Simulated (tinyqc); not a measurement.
Depth of the donor: donor near an oxide interface in a gate field (two-state model).

Interface at z = 0 (hard wall), donor at z = d, field F pulling electrons to the interface: potential e F z; 1 kV/cm = 1e-5 eV/angstrom, c = hbar^2/2m0, q = e^2/(4 pi eps0), Q = (eps - eo)/(eps + eo). Donor state: E_D = e F d - ED - q Q/(4 eps d), the last term joining the images of ion and electron. Interface state: z exp(-b z/2) exp(-rho^2/(2 L^2)) with E_z = c b^2/(4 mz) + 3 e F/b + q Q b/(8 eps), minimised over b; in the plane at z = 3/b the ion (distance D = d - 3/b) and its image (D' = d + 3/b) give E_rho = c/(mt L^2) - (q/eps)(sqrt(pi)/L)[erfcx(D/L) + Q erfcx(D'/L)], erfcx(x) = exp(x^2) erfc(x), minimised over L. E_I = E_z + E_rho.

The two states couple by t = t0 exp(-D/aD) with t0 = q/(eps aD) (2 aD/L) sqrt(aD b/2) v, v a valley factor; this form is an estimate. With detuning u = E_D - E_I the splitting is sqrt(u^2 + 4 t^2) and the lower state has weight (1 - u/sqrt(u^2 + 4 t^2))/2 on the donor.

Constants: hbar^2/2m0 = 3.80998211 eV angstrom^2; e^2/(4 pi eps0) = 14.39964547 eV angstrom.

Inputs chosen for the exercise (near those of a donor in Si below HfO2, static dielectric constants; the results hold for these values, not for the real material): ED = 53.9 meV (bulk binding energy); mz = 0.926 m0 (mass across the interface); mt = 0.193 m0 (mass in the plane); eps = 11.5 (dielectric constant of the semiconductor); eo = 22 (dielectric constant of the oxide); aD = 17.7 angstrom (donor radius); v = 0.38 (valley factor); dl = (65, 90, 120, 155, 200, 250) angstrom (depths).

Critical field, and the coupling, E_rho and L at that field.

Results:

| d (angstrom) | critical field (kV/cm) | e F d/ED | t (meV) | E_rho (meV) | L (angstrom) |
|---|---|---|---|---|---|
| 65 | 126.6 | 1.527 | 1.4 | -10.31 | 68 |
| 90 | 83.1 | 1.388 | 0.30 | -7.66 | 86 |
| 120 | 58.4 | 1.300 | 0.050 | -5.86 | 107 |
| 155 | 43.2 | 1.242 | 0.0064 | -4.60 | 128 |
| 200 | 32.2 | 1.195 | 0.00047 | -3.62 | 154 |
| 250 | 25.1 | 1.162 | 2.7e-05 | -2.92 | 182 |

What can be read from this table?

The critical field falls from 127 to 25 kV/cm, with exponent -1.20 in d, while t drops by a factor 5.2e+04, about e for each 17 angstrom at the end (aD = 17.7). One lattice plane (1.36 angstrom) of misplacement changes t by 7 % and the critical field by about 1.4 % at 120 angstrom.

Program tinyqc; command `OMP_NUM_THREADS=1 python tinyqc.py 1251035 1251036 out.jsonl`; about 0.09 s on one thread of a shared Intel(R) Xeon(R) Processor @ 2.30GHz.
